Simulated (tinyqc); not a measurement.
# On-chip interconnect, size-dependent resistivity and RC delay: two metals against line width

A rectangular line between two neighbours and two ground planes. Surface and grain-boundary scattering are added to the bulk resistivity as corrections; capacitances are parallel-plate values without fringing; inductance is ignored.

Metal width x = wd - 2 tl, height y = AR wd - tl; grain boundaries (Mayadas-Shatzkes): al = (lam/(gr x)) Rg/(1 - Rg), g = 1/[1 - 3 al/2 + 3 al^2 - 3 al^3 ln(1 + 1/al)] - 1; surfaces (Fuchs-Sondheimer, thick limit): s = (3/8) lam (1 - ps)(1/x + 1/y); rho = rho0 (1 + g + s); r = rho/(x y). The second metal has rho2, lam2 and tl2 in place of rho0, lam and tl; ps, Rg, gr and AR are shared.

Inputs (values chosen for the exercise); metal values close to those of copper:
```
symbol,value,unit,meaning
rho0,1.73,uohm cm,bulk resistivity
lam,40.2,nm,bulk mean free path
ps,0,,specular share of surface scattering
Rg,0.49,,reflection coefficient of grain boundaries
gr,2,,grain size over the metal width
AR,2.3,,"aspect ratio, height over width"
tl,2.5,nm,"liner on both walls and the bottom, not conducting"
sp,48,nm,space to the neighbouring lines
hd,32,nm,dielectric height to the planes above and below
ek,3,,relative permittivity of the dielectric
Mf,2,,Miller factor of the neighbours
rho2,4.59,uohm cm,bulk resistivity of the second metal (close to rhodium)
lam2,7.02,nm,mean free path of the second metal
tl2,0.3,nm,liner of the second metal
```

Constants: eps0 = 8.8541878128e-12 F/m. Results are converted to the units shown.

Result of one run:

| wd (nm) | rho, first (uohm cm) | rho, second (uohm cm) | r, first (ohm/um) | r, second (ohm/um) | ratio second/first |
|---|---|---|---|---|---|
| 70 | 3.026 | 5.168 | 2.937 | 4.634 | 1.578 |

What becomes of these results when the drawn line width wd is changed from 70 to 45 nm, all else the same?

Result of the changed run:

| wd (nm) | rho, first (uohm cm) | rho, second (uohm cm) | r, first (ohm/um) | r, second (ohm/um) | ratio second/first |
|---|---|---|---|---|---|
| 45 | 3.812 | 5.490 | 9.435 | 11.98 | 1.270 |

The whole series:

| wd (nm) | rho, first (uohm cm) | rho, second (uohm cm) | r, first (ohm/um) | r, second (ohm/um) | ratio second/first |
|---|---|---|---|---|---|
| 8 | 27.02 | 9.829 | 5664 | 733.8 | 0.1295 |
| 10 | 17.23 | 8.735 | 1681 | 409.4 | 0.2436 |
| 13 | 11.61 | 7.750 | 529.4 | 211.2 | 0.3988 |
| 17 | 8.416 | 6.992 | 191.6 | 109.9 | 0.5734 |
| 22 | 6.507 | 6.439 | 79.57 | 59.82 | 0.7517 |
| 30 | 5.018 | 5.942 | 30.18 | 29.42 | 0.9748 |
| 45 | 3.812 | 5.490 | 9.435 | 11.98 | 1.270 |
| 70 | 3.026 | 5.168 | 2.937 | 4.634 | 1.578 |
| 120 | 2.471 | 4.927 | 0.7856 | 1.497 | 1.905 |

The resistivity of the first metal falls from 27.0 to 2.47 uohm cm and that of the second goes from 9.83 to 4.93 uohm cm as the line widens. The products rho0 lam, which set the size effect, are 69.5 and 32.2 uohm cm nm. The two resistances cross at wd = 31.1 nm: below it the second metal gives the lower line resistance. For widths well under the mean free path the thick-limit surface term is only a guide.

Range of the model: The metal width is under the mean free path, where the thick-limit surface term and the simple sum of corrections lose accuracy.

Program tinyqc, `OMP_NUM_THREADS=1 python tinyqc.py 2100059 2100060 out.jsonl`; Intel Xeon 2.30GHz, shared host, one thread, about 0.01 s.
